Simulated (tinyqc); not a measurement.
# Trap depth and cross-section from two peaks

Inverse problem. A DLTS peak lies where ew = sn g T^2 exp(-Et/kB T), g = vth Nc/(300 K)^2. Find Et and sn.

Parameters, values chosen for the exercise: conduction-band density of states at 300 K Nc = 1.03e19 cm^-3; thermal velocity at 300 K vth = 3.3e7 cm/s.

Constants: q = 1.602176634e-19 C, kB = 1.380649e-23 J/K. Results are converted to the units shown.

peak temperatures for ew = 5 and 2000 1/s (K): 160.69437  218.85703

Solution. The slope of ln(ew/T^2) against q/kB T is -Et, and the intercept is ln(sn g).

Et = 0.280 eV
sn = 3.10e-17 cm^2

Program tinyqc, `OMP_NUM_THREADS=1 python tinyqc.py 2050046 2050047 out.jsonl`; Intel Xeon 2.30GHz, shared host, one thread, about 0.01 s.
